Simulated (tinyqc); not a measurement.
Comparisons within one model: propagation of a band-gap error through k.p and effective-mass formulas. A value that a table varies takes the place of the one given here.

Chain, for a gap E (the reference Eg or another value), with Ep and Dso kept: 1/me = 1 + Ep (E + 2 Dso/3)/(E (E + Dso)); g* = 2 - 2 Ep Dso/(3 E (E + Dso)); g1(E) = g1 + (Ep/3)(1/E - 1/Eg), g2(E) = g2 + (Ep/6)(1/E - 1/Eg), light hole 1/(g1 + 2 g2), heavy hole 1/(g1 - 2 g2) along [100]; optical constant ei(E) = 1 + (ei - 1)(EP/(EP + E - Eg))^2, static e0(E) = ei(E) + e0 - ei.

Donor: R = Ry me/e0^2, a_B = a0 e0/me, Mott density (0.26/a_B)^3. Nc, Nv = 2 (m kT/(4 pi c))^(3/2), c = hbar^2/2m0, ni = sqrt(Nc Nv) exp(-E/2kT). Exciton: Ry mu/e0^2 with 1/mu = 1/me + g1(E). 1 angstrom^-3 = 1e24 cm^-3.

Constants: Ry = 13.60569312 eV; a0 (Bohr radius) = 0.5291772105 angstrom; kB = 8.617333262e-05 eV/K; hbar^2/2m0 = 3.80998211 eV angstrom^2.

Inputs chosen for the exercise (reference values near those of InSb, gap at low temperature; not measured data): Eg = 0.231 eV (gap at Gamma to the s-like level); Dso = 0.816 eV (spin-orbit splitting); Ep = 23.6 eV (Kane energy); g1 = 34.94 (Luttinger gamma1); g2 = 15.43 (gamma2); e0 = 16.63 (static dielectric constant); ei = 15.57 (optical dielectric constant); EP = 3.64 eV (mean (Penn) gap); mh = 0.39 m0 (density-of-states mass of the holes); T = 77 K (temperature); Eg2 = 0.095 eV (a wrong gap).

## The size of the error

E = f Eg; ratios against f = 1.

Results:

| f | E (eV) | me ratio | light-hole ratio | e0 ratio | donor ratio | Mott ratio | g* | log10 ni ratio |
|---|---|---|---|---|---|---|---|---|
| 0.25 | 0.058 | 0.271 | 0.244 | 1.090 | 0.228 | 0.0154 | -252.432 | 5.24 |
| 0.40 | 0.092 | 0.426 | 0.392 | 1.071 | 0.371 | 0.0629 | -150.954 | 4.26 |
| 0.60 | 0.139 | 0.624 | 0.592 | 1.046 | 0.570 | 0.212 | -95.035 | 2.87 |
| 0.80 | 0.185 | 0.815 | 0.794 | 1.023 | 0.779 | 0.506 | -67.416 | 1.45 |
| 1.00 | 0.231 | 1.000 | 1.000 | 1.000 | 1.000 | 1.00 | -51.083 | 0.00 |
| 1.20 | 0.277 | 1.180 | 1.208 | 0.978 | 1.233 | 1.75 | -40.366 | -1.46 |
| 1.50 | 0.346 | 1.441 | 1.527 | 0.947 | 1.607 | 3.52 | -29.872 | -3.66 |
| 2.00 | 0.462 | 1.859 | 2.073 | 0.899 | 2.303 | 8.86 | -19.744 | -7.36 |

How do the results move?

Between f = 0.8 and 1.2 the mean powers d ln(ratio)/d ln f are 0.91 for me, 1.03 for the light hole, -0.11 for e0, 1.13 for the donor energy and 3.06 for the Mott density; ni moves by -3.14 decades per 0.1 eV, against -0.1 eV/(2 kT ln 10) = -3.27 from the exponential alone, the rest coming from Nc through me^(3/4). g* keeps its sign, from -252.43 to -19.74.

## What each input does

All at E = Eg2. Each row changes one parameter from the base and keeps the others.

Results:

| case | me (m0) | light hole (m0) | e0 | donor (meV) | exciton (meV) | log10 ni |
|---|---|---|---|---|---|---|
| base | 0.0057 | 0.0061 | 17.78 | 0.246 | 0.166 | 13.415 |
| Eg2 = 0.087 eV | 0.0052 | 0.0056 | 17.85 | 0.224 | 0.151 | 13.650 |
| Dso = 0.881 eV | 0.0057 | 0.0061 | 17.78 | 0.246 | 0.167 | 13.416 |
| Ep = 25.488 eV | 0.0053 | 0.0058 | 17.78 | 0.227 | 0.155 | 13.390 |
| g1 = 32.145 | 0.0057 | 0.0062 | 17.78 | 0.246 | 0.168 | 13.415 |
| EP = 3.349 eV | 0.0057 | 0.0061 | 17.89 | 0.243 | 0.164 | 13.415 |
| ei = 16.816 | 0.0057 | 0.0061 | 17.88 | 0.243 | 0.164 | 13.415 |
| mh = 0.421 m0 | 0.0057 | 0.0061 | 17.78 | 0.246 | 0.166 | 13.440 |
| T = 83.16 K | 0.0057 | 0.0061 | 17.78 | 0.246 | 0.166 | 13.696 |

What does this show?

The largest shifts from the base row, up to three for each result and ties (the steps differ in size, so this ranks the rows, not the parameters). me (m0): Eg2 -0.0005, Ep -0.0004; unchanged at the printed digits by Dso, g1, EP, ei, mh and T. light hole (m0): Eg2 -0.0005, Ep -0.0003, g1 +0.0001; unchanged at the printed digits by Dso, EP, ei, mh and T. e0: EP +0.11, ei +0.10, Eg2 +0.07; unchanged at the printed digits by Dso, Ep, g1, mh and T. donor (meV): Eg2 -0.022, Ep -0.018, EP -0.003, ei -0.003; unchanged at the printed digits by Dso, g1, mh and T. exciton (meV): Eg2 -0.015, Ep -0.011, EP -0.002, ei -0.002, g1 +0.002; unchanged at the printed digits by mh and T. log10 ni: T +0.280, Eg2 +0.235, Ep -0.025, mh +0.025; unchanged at the printed digits by g1, EP and ei.

tinyqc: `OMP_NUM_THREADS=1 python tinyqc.py 1880543 1880544 out.jsonl`; about 0.01 s, one thread, shared Intel(R) Xeon(R) Processor @ 2.30GHz.
